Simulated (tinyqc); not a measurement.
Planar metal-insulator-metal capacitor: capacitance, non-linearity, leakage and relaxation: one step of the calculation.

A film between two metal electrodes, each interface adding a series capacitance ci. The small-signal permittivity is ek (1 + aq E^2); the field is found with the linear permittivity. Leakage J = J0 sinh(E/Ef). After a voltage step the film passes a relaxation current kr C V tt^(-nr), tt being the time in seconds.

Question. Planar capacitance, field and non-linearity. Planar film: Cf = eps0 ek/t, 1/C = 1/Cf + 2/ci, EOT = 3.9 eps0/C, effective permittivity C t/eps0, E = (V/t) C/Cf; quadratic coefficient [C(V)/C - 1]/V^2 with Cf (1 + aq E^2) in C(V).

Inputs (values chosen for the exercise); permittivity of the order of that of zirconium oxide: relative permittivity of the film ek = 37.5; film thickness t = 25 nm; capacitance of each electrode interface (dead layer and screening) ci = 48 uF/cm^2; quadratic field coefficient of the permittivity aq = 0.0072 cm^2/MV^2; bias V = 1.6 V; leakage prefactor J0 = 1e-11 A/cm^2; field for an e-fold rise of the leakage Ef = 0.35 MV/cm.

Constants: eps0 = 8.8541878128e-14 F/cm where lengths are in cm. Results are converted to the units shown.

Wanted: Cf; C; EOT; effective permittivity; E; quadratic coefficient; J.

Answer.

Cf = 1.328 uF/cm^2
C = 1.258 uF/cm^2
EOT = 2.744 nm
effective permittivity = 35.53
E = 0.6064 MV/cm
quadratic coefficient = 980.0 ppm/V^2
J = 2.740e-11 A/cm^2

The interfaces take 5.24 % of the voltage.

Program tinyqc, `OMP_NUM_THREADS=1 python tinyqc.py 2102032 2102033 out.jsonl`; Intel Xeon 2.30GHz, shared host, one thread, about 0.01 s.
